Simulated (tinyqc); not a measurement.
Recursion (Haydock) method for the local density of states: impurity site of a cubic lattice, step by step. Values are carried at full precision from step to step, so a last printed digit may differ when a step is redone from the rounded ones.

One orbital a site at energy 0, hopping -t to the 6 nearest neighbours of a cubic lattice; the start u0 is a site in the bulk, with energy V. Recursion: a_n = <u_n|H|u_n>, b_(n+1) u_(n+1) = (H - a_n) u_n - b_n u_(n-1), b > 0. G(z) = 1/(z - a0 - b1^2/(z - a1 - b2^2/(...))), z = E + i eta. After n levels the tail is b_n^2 T with the square-root terminator T = (z - sqrt(z - 2b) sqrt(z + 2b))/(2 b^2), b = 3t so that the band edges lie at -/+ 6t.

Inputs chosen for the exercise:
- t = 0.55 eV (hopping)
- V = 0.9 eV (shift of the starting site)
- n = 6 (levels kept)
- E = 0.6 eV (energy)
- eta = 0.028 eV (broadening)

## The coefficients

Carry the recursion for n levels; the lattice is large enough that no wall is met.

Coefficients:
```
n,a_n (eV),b_(n+1) (eV),b_(n+1)^2/t^2
0,0.9000,1.34722,6.0000
1,0.0000,1.65000,9.0000
2,0.0000,1.69025,9.4444
3,0.0000,1.60874,8.5556
4,0.0000,1.67701,9.2970
5,0.0000,1.64081,8.9000
```

b1^2/t^2 = 6 counts the neighbours of the start. Only a0 = V differs from zero: u_n lies on one sublattice and is orthogonal to the start. The b_n tend to a quarter of the band width, 1.650 eV.

## Moments from the coefficients

For a1 = a2 = 0: mu1 = a0, mu2 = a0^2 + b1^2, mu3 = a0^3 + 2 a0 b1^2, mu4 = a0^4 + 3 a0^2 b1^2 + b1^4 + b1^2 b2^2.

mu1 to mu4 (eV^n): 0.900  2.625  3.996  13.302

## The continued fraction at one energy

Start from the terminator and work up: G_i = 1/(z - a_i - S_i), S_i = b_(i+1)^2 G_(i+1), with T in place of G_n. The density is -Im G_0/pi.

Levels of the fraction:
```
i,S_i (eV),G_i (1/eV)
5,0.2941-1.5907i,0.1127-0.5965i
4,0.3170-1.6775i,0.0947-0.5706i
3,0.2450-1.4768i,0.1485-0.6295i
2,0.4242-1.7985i,0.0522-0.5425i
1,0.1421-1.4769i,0.1850-0.6082i
0,0.3359-1.1039i,-0.3773-0.6716i
```

local density of states = 0.2138 1/eV

A direct sum over the zone gives 0.2132 1/eV at the same z; 6 levels miss it by +0.3 %.

## Checks

- G from 7 levels against a direct sum over the zone at E = 6.1800 eV, above the band (1/eV): both 0.20155.

(tinyqc, `OMP_NUM_THREADS=1 python tinyqc.py 1482555 1482556 out.jsonl`, Intel(R) Xeon(R) Processor @ 2.30GHz, 1 thread, shared host, about 0.2 s.)
